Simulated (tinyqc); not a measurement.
Energy and delay of logic against supply voltage: one step of the calculation.

One expression serves below and above threshold: I(Vg) = Ik [ln(1 + exp((Vg - VT + dd V)/(al nf Vt)))]^al, with I_on = I(V) and I_off = I(0). Gate delay td = kd C V/I_on, clock period LD td. Per gate and cycle the switching energy is act C V^2 and the leakage energy I_off V LD td. No short-circuit current, no variation. Minima are sought above 0.09 V; below a few Vt gates no longer switch and the model has no meaning.

Question. Currents, delay and energies. I_on, I_off, td, clock frequency 1/(LD td), both energies and their sum.

Parameters, values chosen for the exercise; values of the order met in logic technologies: temperature T = 378 K; threshold voltage at zero drain bias VT = 0.27 V; slope factor nf = 1.18; barrier lowering per volt of supply dd = 0.07; specific current of a gate Ik = 0.83 uA; exponent of the current law al = 1.5; load capacitance of a gate C = 2.3 fF; delay factor kd = 1.1; logic depth LD = 40; activity factor act = 0.2; supply voltage V = 0.37 V.

Constants: q = 1.602176634e-19 C, kB = 1.380649e-23 J/K, Vt = kB T/q. Results are converted to the units shown.

Find: I_on; I_off; td; clock frequency; switching energy; leakage energy; energy.

Answer.

I_on = 2.877 uA
I_off = 1.433 nA
td = 325.4 ps
clock frequency = 0.07684 GHz
switching energy = 62.97 aJ
leakage energy = 6.902 aJ
energy = 69.88 aJ

I_on/I_off = 2010; leakage makes up 9.88 % of the energy.

tinyqc, about 0.01 s, one thread, Intel Xeon 2.30GHz (shared host): `OMP_NUM_THREADS=1 python tinyqc.py 2082120 2082121 out.jsonl`
